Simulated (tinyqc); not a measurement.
From results back to parameters: nanosheet or nanowire with hard walls, valleys of the Si type. Three cases, with inputs chosen for the exercise.

Problem. In a hard-walled rectangle E(n, l) = c pi^2 (n^2/(m_y W^2) + l^2/(m_z H^2)), c = hbar^2/2m0. Two levels were computed from hidden W and H.

Constants: hbar^2/2m0 = 3.80998211 eV angstrom^2.

Case 1.

Values chosen (out of a larger set: near those of Si; not measured data): m_y = 0.19 m0 (mass across the width); m_z = 0.907 m0 (mass along the height).

E(1, 1) = 0.014560 eV
E(2, 1) = 0.023691 eV

Case 2.

Values chosen (out of a larger set: near those of Si; not measured data): m_y = 0.191 m0 (mass across the width); m_z = 0.929 m0 (mass along the height).

E(1, 1) = 0.044982 eV
E(2, 1) = 0.061343 eV

Case 3.

Values chosen (out of a larger set: near those of Si; not measured data): m_y = 0.187 m0 (mass across the width); m_z = 0.91 m0 (mass along the height).

E(1, 1) = 0.020835 eV
E(2, 1) = 0.056531 eV

Find: width term; height term; W; H.

Solution. The difference of the two levels is three times the width term; the rest of E(1, 1) is the height term.

Case 1.

width term = 3.04 meV
height term = 11.52 meV
W = 255.0 angstrom
H = 60.0 angstrom

Case 2.

width term = 5.45 meV
height term = 39.53 meV
W = 190.0 angstrom
H = 32.0 angstrom

Case 3.

width term = 11.90 meV
height term = 8.94 meV
W = 130.0 angstrom
H = 68.0 angstrom

Computed by tinyqc, one run a case: `OMP_NUM_THREADS=1 python tinyqc.py N N+1 out.jsonl` with N = 1282252, 1282255, 1282271; one thread of a shared Intel(R) Xeon(R) Processor @ 2.30GHz, about 0.03 s a run at most.
